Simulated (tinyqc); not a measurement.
# Single-photon avalanche diode, trigger probability and counting: what changes with what

A multiplication layer of width W with the uniform field V/W; alpha = an exp(-bn/E) for electrons, beta = ap exp(-bp/E) for holes (local model, no dead space). a = alpha W, b = beta W. Electrons enter at x = 0, holes at x = W. P0 is the probability that an electron entering at 0 starts a lasting avalanche, PW the same for a hole entering at W.

Inputs (values chosen for the exercise); ionisation coefficients close to those of indium phosphide: electron prefactor an = 1.11e7 1/cm; electron field bn = 3.15 MV/cm; hole prefactor ap = 4.87e6 1/cm; hole field bp = 2.56 MV/cm; width of the multiplication layer W = 0.8 um; probability that a photon makes a pair that enters the layer eta = 0.73; thermal generation rate in the layer Gd = 350 1/s; dead time td = 20 ns; diode capacitance Cd = 58 fF; quench resistance Rq = 100 kohm; trapping probability per avalanche carrier pa = 5.8e-8; trap release time tt = 29 ns; photon rate nph = 1e6 1/s.

Constants: q = 1.602176634e-19 C. Results are converted to the units shown.

Each table varies one quantity; the others keep the values above.

## Effect of the width of the multiplication layer

Breakdown: ln(a/b) = a - b with a not equal to b. Above it PW/(1 - PW) = [P0/(1 - P0)] exp(b - a) and b ln(1 - P0) = a ln(1 - PW); the mean over pairs made evenly in the layer is Pm = ln[(1 - PW)/(1 - P0)]/(a - b). The excess bias is 10 % of VB in every row.

Effect of the width of the multiplication layer:
```
W (um)  VB (V)  E at VB (MV/cm)  beta/alpha at VB      P0      PW
0.15     9.104           0.6069             1.160  0.5922  0.6142
0.25     13.68           0.5473             1.289  0.6150  0.6724
0.41     20.49           0.4997             1.429  0.6335  0.7242
0.67     30.81           0.4599             1.583  0.6488  0.7710
1.1      46.81           0.4256             1.755  0.6616  0.8130
1.8      71.31           0.3962             1.945  0.6721  0.8496
3        110.9           0.3696             2.165  0.6808  0.8821
5        173.2           0.3464             2.409  0.6875  0.9093
```

As W grows, VB rises from 9.10 to 173 V, as W^(0.84) on average, the breakdown field falls from 0.607 to 0.346 MV/cm and beta/alpha rises from 1.16 to 2.41. At equal relative excess P0 rises from 0.592 to 0.688 and PW rises from 0.614 to 0.909. For W = 0.15, 0.25 dead space and band-to-band tunnelling, left out here, matter.

## Effect of the excess bias

PDP = eta P0; dark counts Gd Pm; avalanche charge Cd Vx/q; afterpulse probability pa (Cd Vx/q) exp(-td/tt) Pm; true rate n = nph PDP + dark counts; measured n/(1 + n td) (non-paralysable) or n exp(-n td) (paralysable); recharge time Rq Cd.

Result of one run:
```
Vx (V)  Vx/VB (%)      P0      PW      Pm     PDP  dark counts (1/s)  afterpulse (%)
2.3         6.432  0.4840  0.6334  0.5596  0.3533              195.9           1.356
```

What becomes of these results when the excess bias Vx is changed from 2.3 to 0.36 V, all else the same?

Result of the changed run:
```
Vx (V)  Vx/VB (%)       P0      PW      Pm      PDP  dark counts (1/s)  afterpulse (%)
0.36        1.007  0.09447  0.1486  0.1198  0.06896              41.92         0.04542
```

The whole series:
```
Vx (V)  Vx/VB (%)       P0      PW      Pm      PDP  dark counts (1/s)  afterpulse (%)
0.36        1.007  0.09447  0.1486  0.1198  0.06896              41.92         0.04542
0.57        1.594   0.1460  0.2242  0.1829   0.1066              64.03          0.1099
0.9         2.517   0.2219  0.3290  0.2733   0.1620              95.65          0.2591
1.4         3.915   0.3261  0.4603  0.3918   0.2380              137.1          0.5779
2.3         6.432   0.4840  0.6334  0.5596   0.3533              195.9           1.356
3.6         10.07   0.6564  0.7888  0.7259   0.4791              254.1           2.753
5.7         15.94   0.8320  0.9131  0.8763   0.6073              306.7           5.262
9           25.17   0.9543  0.9795  0.9685   0.6966              339.0           9.183
14          39.15   0.9963  0.9982  0.9974   0.7273              349.1           14.71
```

VB is 35.76 V. P0 rises from 0.0945 to 0.996 and PW rises from 0.149 to 0.998; P0 goes as Vx^(0.95) at the start and Vx^(0.10) at the end. Holes trigger better in every row. The afterpulse probability keeps growing, as Vx^(1.07) at the end, because the avalanche charge grows with Vx. For Vx = 9, 14 the excess bias passes a quarter of VB, where tunnelling adds dark counts that are left out here.

Computed by the program tinyqc: `OMP_NUM_THREADS=1 python tinyqc.py 2630044 2630045 out.jsonl`, one thread of a shared Intel Xeon 2.30GHz, about 0.01 s for the whole run.
